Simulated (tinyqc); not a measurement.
Configuration-coordinate model of a defect: Huang-Rhys factor and luminescence line shape. From one set of inputs to another, one input at a time. Computed by tinyqc, a small Python program. Command: `OMP_NUM_THREADS=1 python tinyqc.py 3013160 3013161 out.jsonl ccline ladder`. One thread of a shared host (Intel(R) Xeon(R) Processor @ 2.30GHz), about 0.06 s of CPU time with the checks.

Ground state E_g(Q) = (1/2) omega_g^2 Q^2; excited state E_e(Q) = E_0 + (1/2) omega_e^2 (Q - dQ)^2 with omega_e = omega_g and E_0 = E_ZPL. Q is mass-weighted; the dipole does not depend on Q (Condon approximation).

The inputs printed are set A. Inputs not listed in the table keep their values of set A, so the rows need not describe a real material.

Inputs (values chosen for the exercise, for a model defect):

| quantity | value | unit |
|---|---|---|
| zero-phonon energy E_ZPL | 1.34 | eV |
| displacement dQ | 0.731 | u^(1/2) angstrom |
| ground-state phonon hbar omega_g | 28.2 | meV |
| temperature T | 20 | K |
| refractive index n_r | 3.06 | - |
| transition dipole mu | 0.39 | e angstrom |
| quenching prefactor nu_0 | 4e+12 | 1/s |

Modes: equal frequencies in both states.

Constants: hbar^2/u = 4.18015928e-03 eV angstrom^2; k_B = 8.617333262e-05 eV/K; hbar = 6.582119569e-16 eV s; e = 1.602176634e-19 C; eps_0 = 8.8541878128e-12 F/m; hbar = 1.054571817e-34 J s; c = 299792458 m/s.

Method:
- S = hbar omega dQ^2/(2 hbar^2/u) for each state; relaxation energy S hbar omega; absorption at E_0 + S_e hbar omega_e, emission at E_0 - S_g hbar omega_g; the Stokes shift is their difference.
- Overlaps <m_e|n_g> of harmonic-oscillator functions (Hermite recursion, positive leading coefficients) by a sum over an even grid (700 points from x = -9 to 9 + d for the small table, 1500 points from -16 to 16 + d for the thermal sums), with x = Q sqrt(omega_g/hbar), d = sqrt(2 S_g) and frequency ratio omega_e/omega_g.
- Initial levels m = 0..24 carry Boltzmann weights exp(-m hbar omega_e/k_B T), normalised; final levels n = 0..79; a line lies at E_ZPL + m hbar omega_e - n hbar omega_g with weight w_m <m|n>^2. Moments are taken over these weights without the E^3 factor; FWHM = 2 sqrt(2 ln 2) x standard deviation; the zero-phonon weight is the sum of w_m <m|m>^2.
- The curves cross at the root Q_c nearest dQ; the barrier is (1/2) omega_e^2 (Q_c - dQ)^2, with (1/2) omega^2 = (hbar omega)^2/(2 hbar^2/u). k_r = n_r omega^3 mu^2/(3 pi eps_0 hbar c^3) at the vertical emission energy, without local-field correction; k_nr = nu_0 exp(-barrier/k_B T) (Mott-Seitz); yield = k_r/(k_r + k_nr); T_1/2 = barrier/(k_B ln(nu_0/k_r)).

Each row keeps all changes above it:

| input moved | from | to | zero-phonon weight | radiative lifetime (ns) | quenching temperature T_1/2 (K) |
|---|---|---|---|---|---|
| set A | - | - | 0.16490 | 264.15 | 6839 |
| zero-phonon energy E_ZPL (eV) | 1.34 | 2.79 | 0.16490 | 27.54 | 36887 |
| temperature T (K) | 20 | 50 | 0.16481 | 27.54 | 36887 |
| ground-state phonon hbar omega_g (meV) | 28.2 | 36.4 | 0.09765 | 28.58 | 21527 |
| displacement dQ (u^(1/2) angstrom) | 0.731 | 0.69 | 0.12583 | 28.29 | 24347 |
| transition dipole mu (e angstrom) | 0.39 | 2.1 | 0.12583 | 0.98 | 34261 |
| refractive index n_r | 3.06 | 1.95 | 0.12583 | 1.53 | 32491 |

Which inputs carry the difference?

Zero-phonon weight goes from 0.165 to 0.126, a factor 0.763 in all. The largest single move comes from ground-state phonon hbar omega_g (a factor 0.592), and displacement dQ works against it (a factor 1.29). Radiative lifetime goes from 264 to 1.53, a factor 0.00580 in all. The largest single move comes from transition dipole mu (a factor 0.0345), and refractive index n_r works against it (a factor 1.57). Quenching temperature T_1/2 goes from 6840 to 32500, a factor 4.75 in all. The largest single move comes from zero-phonon energy E_ZPL (a factor 5.39), and ground-state phonon hbar omega_g works against it (a factor 0.584). The single moves hold for this order of the switches; the total does not depend on the order.

Caution (all rows): for small S the spectrum is a set of resolved lines, and a Gaussian width has little meaning. Caution (all rows): the curves cross far outside the range of the harmonic model, so the barrier and T_1/2 have no quantitative meaning.

Extremes, crossings and ranges named in words are read from the listed rows.
